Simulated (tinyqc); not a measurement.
Pi bands of a honeycomb layer in tight binding: sweeps and comparisons. A value that a table varies takes the place of the one given here.

Lattice vectors a (1,0) and a (1/2, sqrt3/2); f = exp(i ky a/sqrt3) + 2 cos(kx a/2) exp(-i ky a/(2 sqrt3)), w = |f|. H = [[D - t2 F, -t f], [., -D - t2 F]] with F = w^2 - 3, S = [[1, s0 f], [., 1]]; the levels solve det(H - E S) = 0. K = (4 pi/3a, 0), M = (pi/a, pi/(sqrt3 a)); w = 3, 1, 0 at Gamma, M, K.

Constants: hbar^2/2m0 = 3.80998211 eV angstrom^2.

Inputs chosen for the exercise (of the size used for graphene; shifted at random, so the results belong to these values and not to a real crystal): a = 2.46 angstrom (lattice constant); t = 2.6 eV (nearest hopping); t2 = 0 eV (second-neighbour hopping); s0 = 0.073 (overlap of neighbours); D = 0 eV (+D on A, -D on B).

## How far the cone holds

Upper and lower levels at distance q from K towards Gamma (-x) and towards M (+x), measured from 3 t2; cone: sqrt(D^2 + (hbar v q)^2), hbar v = (sqrt3/2) a (t + 3 t2 s0).

Levels (eV):
```
q (1/angstrom)    cone  upper, to Gamma  lower, to Gamma  upper, to M  lower, to M
0.02            0.1108           0.1119          -0.1112       0.1103      -0.1096
0.05            0.2770           0.2839          -0.2795       0.2740      -0.2698
0.10            0.5539           0.5815          -0.5631       0.5410      -0.5250
0.15            0.8309           0.8921          -0.8495       0.7996      -0.7652
0.20            1.1078           1.2150          -1.1374       1.0484      -0.9901
0.30            1.6617           1.8950          -1.7128       1.5107      -1.3926
0.40            2.2156           2.6145          -2.2798       1.9168      -1.7306
0.60            3.3235           4.1369          -3.3570       2.5199      -2.2075
```

At q = 0.2 the upper band lies +107 meV from the cone towards Gamma and -59 meV towards M; half their difference, 83 meV, is the trigonal warping, steeper towards Gamma, and their mean, +24 meV, comes from the bending of the band and from t2 or the overlap. All four values stay within 5 % of the cone up to q = 0.05. The electron-hole asymmetry, upper plus lower towards Gamma, is +78 meV at q = 0.2.

## Fermi level against carrier density

hbar v = 5.53910 eV angstrom

Cone with four flavours: n = kF^2/pi, EF = sqrt(D^2 + (hbar v kF)^2), density of states 2 EF/(pi (hbar v)^2), quantum capacitance e^2 times it (1 e^2/(eV angstrom^2) = 1602.177 microF/cm^2), cyclotron mass 2c EF/(hbar v)^2, c = hbar^2/2m0; 1e12/cm^2 = 1e-4/angstrom^2.

Filling:
```
n (1e12/cm^2)  kF (1/angstrom)  EF (eV)  Cq (microF/cm^2)  cyclotron mass (m0)
0.10                   0.00560   0.0310             1.032               0.0077
0.25                   0.00886   0.0491             1.632               0.0122
0.50                   0.01253   0.0694             2.308               0.0172
1.00                   0.01772   0.0982             3.264               0.0244
2.00                   0.02507   0.1388             4.616               0.0345
4.00                   0.03545   0.1964             6.528               0.0488
10.00                  0.05605   0.3105            10.321               0.0771
20.00                  0.07927   0.4391            14.596               0.1090
```

From 1 to 4e12/cm^2 EF rises by a factor 2.000, the square root of four. Capacitance and mass grow in proportion to EF counted from mid-gap, so hardly at all while a large gap term dominates it; in a parabolic band both are constant; Cq is 3.26 microF/cm^2 at 1e12/cm^2, against 3.45 for 1 nm of a dielectric with eps = 3.9.

## What each parameter does

Gap at K, difference at M, and the two levels at Gamma, from (e - E)^2 - D^2 - (t + s0 E)^2 w^2 = 0, e = -t2 (w^2 - 3). Each row changes one parameter from the base and keeps the others.

Results:
```
case                 gap at K (eV)  difference at M (eV)  lower at Gamma (eV)  upper at Gamma (eV)
base                        0.0000                5.2279              -6.3987               9.9872
t = 2.73 eV                 0.0000                5.4893              -6.7186              10.4866
t2 = 0.05 eV                0.0000                5.2425              -6.6448               9.6031
s0 = 0.103                  0.0000                5.2558              -5.9587              11.2880
D = 0.1 eV                  0.2000                5.2317              -6.3993               9.9878
a = 2.5092 angstrom         0.0000                5.2279              -6.3987               9.9872
```

The largest shifts from the base row, up to three for each result and ties (the steps differ in size, so this ranks the rows, not the parameters). gap at K (eV): D +0.2000; unchanged at the printed digits by t, t2, s0 and a. difference at M (eV): t +0.2614, s0 +0.0279, t2 +0.0147; unchanged at the printed digits by a. lower at Gamma (eV): s0 +0.4399, t -0.3199, t2 -0.2461; unchanged at the printed digits by a. upper at Gamma (eV): s0 +1.3008, t +0.4994, t2 -0.3841; unchanged at the printed digits by a. At points fixed by symmetry a drops out; the gap at K is 2D whatever the hoppings.

Computed by tinyqc, a small Python program: `OMP_NUM_THREADS=1 python tinyqc.py 1482292 1482293 out.jsonl` (the numbers bound the seed that draws the inputs); one thread of a shared host (Intel(R) Xeon(R) Processor @ 2.30GHz), about 0.01 s for the whole set of steps.
